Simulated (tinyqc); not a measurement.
Raman shift of the zone-centre optical phonon of a diamond-structure crystal under stress: one step, computed by the program tinyqc.

Axes x, y, z are the cube axes. Strain shifts the threefold optical mode and can split it; p, q and r are the phonon deformation potentials.

Question. Stress and strain tensors. Hydrostatic stress: sigma_ij = sigma delta_ij. eps_xx = S11 sigma_xx + S12 (sigma_yy + sigma_zz), and cyclic; eps_xy = S44 sigma_xy/2 (tensor strain).

Inputs (values chosen for the exercise, modelled on germanium): stress sigma (tension positive) = 1.5 GPa.

Stress state: hydrostatic. Axis: none.

S44 = 14.97230 1/TPa

S11 = 9.693200 1/TPa

S12 = -2.623588 1/TPa

Give: stress; strain; volume strain.

Answer.

stress (GPa):
```
     x    y    z
x  1.5  0.0  0.0
y  0.0  1.5  0.0
z  0.0  0.0  1.5
```

strain (per mille):
```
       x      y      z
x  6.669  0.000  0.000
y  0.000  6.669  0.000
z  0.000  0.000  6.669
```

volume strain = 20.01 per mille
